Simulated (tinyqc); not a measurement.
MOS capacitor on a p-type substrate, surface potential from the exact charge relation: one step of the calculation.

Uniform p-type substrate, Boltzmann statistics, full ionisation, classical densities. psi is the surface potential against the body (positive when the bands bend down) and u = psi/Vt. Traps are spread evenly over the gap and neutral at flat band, so their charge is -q Dit psi; the minority quasi-Fermi level is shifted by Vb.

Task. Newton step for the surface potential. u = psi/Vt; F^2 = exp(-u) + u - 1 + r (exp(u) - u - 1); Qs = -sign(u) Q0 F; Cs = -dQs/dpsi = (Q0/Vt) |1 - exp(-u) + r (exp(u) - 1)|/(2 F). f = Vfb + psi + (q Dit psi - Qs)/Cox - Vg, f' = 1 + (Cs + q Dit)/Cox, psi(new) = psi - f/f'.

Values chosen for this exercise; band and dielectric values close to those of 4H silicon carbide: temperature T = 300 K; density of interface traps Dit = 5.7e11 cm^-2 eV^-1; gate voltage against the body Vg = 0.93 V.

Constants: q = 1.602176634e-19 C, kB = 1.380649e-23 J/K, Vt = kB T/q. Results are converted to the units shown.

psi at the start = 3.8442333 V
Cox = 0.98660950 uF/cm^2
Vfb = -2.9142333 V
Q0 = 35.063442 nC/cm^2
r = 8.1736219e-52

Give: u; F; Qs; Cs; f; f'; psi after iteration 1.

Result.

u = 148.70
F = 5.5763e6
Qs = -1.9552e8 nC/cm^2
Cs = 3.7816e6 uF/cm^2
f = 1.9818e5 V
f' = 3.8329e6
psi after iteration 1 = 3.7925 V

This iterate lies far beyond the solution, so its charge is not a physical one.

Numbers from tinyqc (`OMP_NUM_THREADS=1 python tinyqc.py 2060051 2060052 out.jsonl`; about 0.01 s on one thread of a shared Intel Xeon 2.30GHz).
